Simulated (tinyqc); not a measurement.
Bias-temperature instability from a Gaussian distribution of capture and emission barriers. From log10 of the lifetime in s back to oxide field F. Computed by tinyqc, a small Python program. Command: `OMP_NUM_THREADS=1 python tinyqc.py 3007516 3007517 out.jsonl bti inv`. One thread of a shared host (Intel(R) Xeon(R) Processor @ 2.30GHz), about 0.04 s of CPU time with the checks.

Each trap has a capture time tau_0 exp(E_c/(k_B T)) under stress and an emission time tau_0 exp(E_e/(k_B T)) after it. E_c is Gaussian, and E_e = E_c + d with d Gaussian and independent. A trap counts as filled once t_s exceeds its capture time and as emptied once t_r exceeds its emission time.

Inputs (values chosen for the exercise, for a model p-channel transistor):

| quantity | value | unit |
|---|---|---|
| shift with all traps filled V_max | 380 | mV |
| mean capture barrier at zero field mu_c | 1.88 | eV |
| spread of capture barriers sigma_c | 0.28 | eV |
| lowering of mu_c per field k_F | 0.068 | eV/(MV/cm) |
| time constant tau_0 | 7e-10 | s |
| temperature T | 25 | C |
| stress time t_s | 1000 | s |
| failure criterion | 30 | mV |

Constants: k_B = 8.617333262e-05 eV/K.

Method:
- Demarcation energies E_s = k_B T ln(t_s/tau_0), E_r = k_B T ln(t_r/tau_0); mean barrier mu = mu_c - k_F F; z = (E_s - mu)/sigma_c; Phi is the standard normal distribution.
- Temperatures in kelvin are T(C) + 273.15.
- Shift without recovery dV0 = V_max Phi(z); local time exponent n = d ln dV0/d ln t_s = (k_B T/sigma_c) exp(-z^2/2)/(sqrt(2 pi) Phi(z)); apparent activation energy n E_s.
- Solve V_max Phi(z) = criterion for t_s; the power-law extrapolation from the stress point is t_s (criterion/dV0)^(1/n); 1 year = 3.15576e7 s.

Question. A run gave the result below. Find the oxide field F, known to lie between 5.2 and 15 MV/cm.

log10 of the lifetime in s = 5.721318

Answer.

Each step takes the trial c = (a f_b - b f_a)/(f_b - f_a), f being the result less the target and a, b, c the logarithms of the listed values; c replaces end b, the old b replaces a if the sign of f changed, and otherwise f_a is halved.

Scan of the range:

| oxide field F (MV/cm) | log10 of the lifetime in s |
|---|---|
| 5.20 | 9.96274 |
| 6.20 | 8.81331 |
| 7.40 | 7.43398 |
| 8.83 | 5.79028 |
| 10.50 | 3.87072 |
| 12.60 | 1.45690 |
| 15.00 | -1.30175 |

False position (Illinois rule, in the logarithm of the input) inside the bracket:

| step | end a | end b | trial | log10 of the lifetime in s |
|---|---|---|---|---|
| 1 | 8.8300 | 10.5000 | 8.88512 | 5.72692 |
| 2 | 10.5000 | 8.8851 | 8.88961 | 5.72177 |
| 3 | 10.5000 | 8.8896 | 8.89033 | 5.72094 |
| 4 | 8.8896 | 8.8903 | 8.89000 | 5.72132 |
| 5 | 8.8903 | 8.8900 | 8.89000 | 5.72132 |

log10 of the lifetime in s falls at every point of a 13-point scan of the range (every second point is shown), so one value fits; it is bracketed by 8.83 and 10.5. The scan shows a straight line, so linear interpolation between any two rows gives the answer at once. Answer: oxide field F = 8.890 MV/cm.
